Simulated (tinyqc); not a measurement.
Ways to reach the isolated limit: finite-size error of a charged defect in a periodic cell: Madelung and Makov-Payne terms. Computed by tinyqc, a small Python program. Command: `OMP_NUM_THREADS=1 python tinyqc.py 3024722 3024723 out.jsonl imagecharge walk`. One thread of a shared host (Intel(R) Xeon(R) Processor @ 2.30GHz), about 0.02 s of CPU time with the checks.

L is the cube root of the cell volume. The defect charge is a Gaussian, rho(r) = q (2 pi sigma^2)^(-3/2) exp(-r^2/2 sigma^2), repeated periodically in a uniform neutralising background and screened by a continuum. The model cell energy is E(L) = E_0 + [periodic - isolated electrostatic energy].

Inputs (values chosen for the exercise, with screening close to that of CdTe):
```
quantity                                     value      unit
charge q                                        -3         e
cell length L                                 9.64  angstrom
dielectric constant eps                       10.3         -
width sigma of the defect charge               1.9  angstrom
formation energy of the isolated defect E_0  2.545        eV
```

Supercell lattice: fcc. Screening: isotropic.

scatter added to the six cells, standing for numerical noise (meV): 0.75  -1.1  -1  -0.15  -1.3  1.9

Constants: e^2/(4 pi eps_0) = 14.39964548 eV angstrom.

Method:
- Cell vectors: (0,1,1), (1,0,1), (1,1,0), scaled to volume L^3.
- Ewald sum for a unit point charge: scale each Cartesian component of the cell by 1/sqrt(eps_i), giving R', G' and V'; E = [ (1/2) sum erfc(eta R')/R' + (2 pi/V') sum exp(-G'^2/4 eta^2)/G'^2 - eta/sqrt(pi) - pi/(2 V' eta^2) ] e^2/(4 pi eps_0) / sqrt(eps_x eps_y eps_z), over n_i = -6..6, omitting n = (0,0,0), eta = 2/V'^(1/3). alpha = -2 E eps_g L/(e^2/(4 pi eps_0)), eps_g = (eps_x eps_y eps_z)^(1/3).
- Periodic energy of the Gaussian: (2 pi q^2/V) sum_(G != 0) exp(-sigma^2 G^2)/(G.eps.G) x e^2/(4 pi eps_0), n_i = -k..k with k = max(9, L/sigma rounded up). Isolated energy: q^2/(2 sqrt(pi) sigma) <1/(n.eps.n)> e^2/(4 pi eps_0), the mean over directions n, here 1/eps.
- Cells of the same shape with L scaled by 0.7, 0.85, 1, 1.25, 1.5 and 2; the scatter is added to E(L).
- The point-charge correction scales as 1/L from its value at the input L.
- Least-squares fits of E(L) to a + b/L, a + c/L^3 or a + b/L + c/L^3; the estimate is a, and errors are against E_0.

Scaling data:
```
L (angstrom)  1/L (1/angstrom)  E(L) (eV)  E(L) + point-charge correction (eV)
6.748                 0.148192    0.73354                              3.42626
8.194                 0.122041    0.84002                              3.05756
9.640                 0.103734    0.97728                              2.86218
12.050                0.082988    1.20003                              2.70796
14.460                0.069156    1.38149                              2.63809
19.280                0.051867    1.64427                              2.58672
```

point-charge correction -q^2 E = 1.88491 eV

nearest image = 10.8205 angstrom

Estimates of E_0:
```
way                              estimate (eV)  error (meV)
largest cell, uncorrected               1.6443       -900.7
largest cell, point-charge term         2.5867         41.7
1/L fit, three smallest                 1.5216      -1023.4
1/L fit, all six                        2.0437       -501.3
1/L^3 fit, all six                      1.4426      -1102.4
1/L and 1/L^3, three smallest           2.3440       -201.0
1/L and 1/L^3, all six                  2.5124        -32.6
corrected data, 1/L^3 fit               2.5537          8.7
```

coefficient b of the full fit = -17.495 eV angstrom

What follows from these numbers?

Best here: corrected data, 1/L^3 fit (+8.7 meV); worst: 1/L^3 fit, all six (-1102 meV). The fitted b is 96.3 % of the Madelung value -q^2 alpha e^2/(8 pi eps_0 eps_g), so such a fit also measures the screening. In the smallest cell the nearest image is under four widths away: the clouds overlap, which no power of 1/L describes. A pure 1/L fit lands below E_0, because the positive 1/L^3 term flattens the small-cell points.

Extremes, crossings and ranges named in words are read from the listed rows.
